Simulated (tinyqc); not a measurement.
Absorption spectrum: gated graphene: carriers, quantum capacitance and optical conductivity.

Conductivity over sigma0 = e^2/(4 hbar): interband Re = sinh(E/2kT)/(cosh(mu/kT) + cosh(E/2kT)); intraband Re = (8 kT/pi) ln(2 cosh(mu/2kT)) Gm/(E^2 + Gm^2). A free sheet absorbs about pi alpha_f Re(sigma/sigma0), alpha_f the fine-structure constant (alpha among the constants).

Constants: kB = 8.617333262e-05 eV/K; fine-structure constant alpha = 0.007297352564.

Inputs chosen for the exercise (out of a larger set: Fermi velocity near that of graphene, gate dielectric near SiO2; not measured data): T = 300 K; Gm = 10 meV (intraband damping).

mu = 0.34422 eV

Results:

| E (eV) | interband | intraband | absorption (%) |
|---|---|---|---|
| 0.069 | 0.0000 | 0.9016 | 2.067 |
| 0.138 | 0.0000 | 0.2289 | 0.525 |
| 0.241 | 0.0002 | 0.0753 | 0.173 |
| 0.344 | 0.0013 | 0.0370 | 0.088 |
| 0.482 | 0.0181 | 0.0189 | 0.085 |
| 0.585 | 0.1191 | 0.0128 | 0.302 |
| 0.688 | 0.4979 | 0.0093 | 1.163 |
| 0.792 | 0.8811 | 0.0070 | 2.036 |
| 0.895 | 0.9819 | 0.0055 | 2.264 |
| 1.102 | 0.9997 | 0.0036 | 2.300 |
| 1.377 | 1.0000 | 0.0023 | 2.298 |
| 2.065 | 1.0000 | 0.0010 | 2.295 |

What can be read from this table?

The edge lies at 2|mu| = 0.688 eV and, for |mu| above about 3 kT (here 13.3), rises from 10 % to 90 % over about 8.8 kT = 0.227 eV. The absorption is lowest, 0.085 %, at 0.482 eV of those listed, between the Drude tail and the edge; at the last row it is 2.295 % against pi alpha_f = 2.293 %. The thin-sheet formula fails where the absorption is large, and trigonal warping matters above about 1.5 eV.

tinyqc: `OMP_NUM_THREADS=1 python tinyqc.py 1651991 1651992 out.jsonl`; about 0.01 s, one thread, shared Intel(R) Xeon(R) Processor @ 2.30GHz.
